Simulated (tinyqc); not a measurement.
From the diamond lattice to a polar crystal: two-band k.p model of the X valleys of a zinc-blende crystal.

k along the valley axis, counted from X, c = hbar^2/2m0, e = c k^2/ml. H = [[e - D/2, i P k], [-i P k, e + D/2]] with P^2 = D0 c/ml, so E = e -/+ sqrt(D^2/4 + D0 e). For D = 0 (diamond lattice) the bands cross at X.

With x = D/D0: for x < 1 the minima lie at k_m = sqrt(ml D0 (1 - x^2)/(4 c)), the hump at X has the height dE = (D0/4)(1 - x)^2 and the mass at the minimum is ml/(1 - x^2); the mass at X is ml/(1 - 1/x), negative for x < 1. For x > 1 the minimum is at X.

Constants: hbar^2/2m0 = 3.80998211 eV angstrom^2.

Parameters, chosen for this exercise (out of a larger set: of the order of those of AlAs; not measured data): D0 = 0.149 eV (coupling energy); ml = 0.618 m0 (mass along the axis from remote bands).

D is varied at fixed D0 and ml.

Results:

| x | D (eV) | k_m (1/angstrom) | dE (meV) | mass at the minimum |
|---|---|---|---|---|
| 0.00 | 0.000 | 0.0777 | 37.25 | 0.618 |
| 0.30 | 0.045 | 0.0742 | 18.25 | 0.679 |
| 0.60 | 0.089 | 0.0622 | 5.96 | 0.966 |
| 0.80 | 0.119 | 0.0466 | 1.49 | 1.717 |
| 0.90 | 0.134 | 0.0339 | 0.37 | 3.253 |
| 1.10 | 0.164 | 0.0000 | 0.00 | 6.798 |
| 1.30 | 0.194 | 0.0000 | 0.00 | 2.678 |
| 2.00 | 0.298 | 0.0000 | 0.00 | 1.236 |
| 4.00 | 0.596 | 0.0000 | 0.00 | 0.824 |

At D = 0 the minima lie 0.0777 1/angstrom from X under a cusp of D0/4 = 37 meV, the pattern of silicon. The hump shrinks as (1 - x)^2, faster than k_m, so at x = 0.9 it is only 0.37 meV although k_m is still 44 % of its first value. The mass diverges at x = 1 from both sides (3.25 at 0.9, 6.80 at 1.1), where the band is quartic.

Program tinyqc; command `OMP_NUM_THREADS=1 python tinyqc.py 1850808 1850809 out.jsonl`; about 0.01 s on one thread of a shared Intel(R) Xeon(R) Processor @ 2.30GHz.
